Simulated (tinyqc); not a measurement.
Carrier lifetime of an n-type layer with SRH, radiative, Auger and surface recombination: one step of the calculation.

Uniform excess density dn = dp (no trapping), n = n0 + dn, p = p0 + dn, Boltzmann statistics, full ionisation. Surfaces enter as a rate 2 S dn/d, which holds while diffusion to them is fast.

Task. Equilibrium densities and SRH constants. ni = sqrt(Nc Nv) exp(-Eg/(2 Vt)), Eg in volts; majority density N/2 + sqrt(N^2/4 + ni^2), n0 p0 = ni^2; n1 = Nc exp(-Et/Vt), p1 = Nv exp((Et - Eg)/Vt); tn0 = 1/(sn vth Nt), tp0 = 1/(sp vth Nt).

Values chosen for this exercise; band and dielectric values close to those of gallium arsenide: temperature T = 350 K; band gap Eg = 1.44 eV; conduction-band density of states at T Nc = 5.62e17 cm^-3; valence-band density of states at T Nv = 1.15e19 cm^-3; donor density N = 2.5e15 cm^-3; trap density Nt = 5.5e13 cm^-3; capture cross-section for electrons sn = 5e-15 cm^2; capture cross-section for holes sp = 2e-14 cm^2; thermal velocity (both carriers) vth = 1.6e7 cm/s; trap level below the conduction band Et = 0.95 eV.

Constants: q = 1.602176634e-19 C, kB = 1.380649e-23 J/K, Vt = kB T/q. Results are converted to the units shown.

Wanted: ni; n0; p0; n1; p1; tn0; tp0.

Result.

ni = 1.0906e8 cm^-3
n0 = 2.5000e15 cm^-3
p0 = 4.7578 cm^-3
n1 = 11758 cm^-3
p1 = 1.0116e12 cm^-3
tn0 = 2.2727e-7 s
tp0 = 5.6818e-8 s

Numbers from tinyqc (`OMP_NUM_THREADS=1 python tinyqc.py 2300023 2300024 out.jsonl`; about 0.01 s on one thread of a shared Intel Xeon 2.30GHz).
